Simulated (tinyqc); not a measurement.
Raising U: Hubbard chain of 4 sites, mean field against exact. Computed by the program tinyqc. 

one-body matrix (hopping and site energies) (eV):
```
         1        2        3        4
1   0.0000  -1.4000   0.0000   0.0000
2  -1.4000   0.0000  -1.4000   0.0000
3   0.0000  -1.4000   0.0000  -1.4000
4   0.0000   0.0000  -1.4000   0.0000
```

electrons, up and down: 2  2

Collinear unrestricted mean field (the lowest of 40 random starts) against exact diagonalisation.

Exact and mean-field results (eV):
```
U            U/t    E exact  E mean field  mean |n_up - n_down|  double occupancy, exact  first gap in the sector
0.7000    0.5000  -5.597317     -5.560990                0.0000                   0.2241                   1.5362
1.4000    1.0000  -5.005512     -4.860990                0.0000                   0.1988                   1.3701
2.8000    2.0000  -4.026320     -3.495853                0.3935                   0.1521                   1.1043
4.2000    3.0000  -3.286397     -2.578789                0.6966                   0.1138                   0.9056
5.6000    4.0000  -2.734403     -2.008050                0.8199                   0.0849                   0.7563
8.4000    6.0000  -2.004710     -1.373403                0.9177                   0.0494                   0.5566
11.2000   8.0000  -1.564041     -1.038898                0.9534                   0.0312                   0.4349
16.8000  12.0000  -1.075295     -0.696737                0.9792                   0.0152                   0.2993
28.0000  20.0000  -0.656068     -0.419298                0.9925                   0.0057                   0.1827
```

In absolute terms mean field is worst at U/t = 4.0, 0.726 eV too high: at small U it is nearly exact, and at large U it misses only exchange-scale energies. Its local moments set in at U/t = 2.0 of those listed, a broken symmetry that the exact state of a finite cluster with equal spins does not have. Relative to the exact energy its error is 0.6 % at the smallest U, 36 % at most and 36 % at the largest. The double occupancy falls from 0.224 to 0.006; at the largest U the first gap is 0.65 times the exchange scale 4t^2/U.
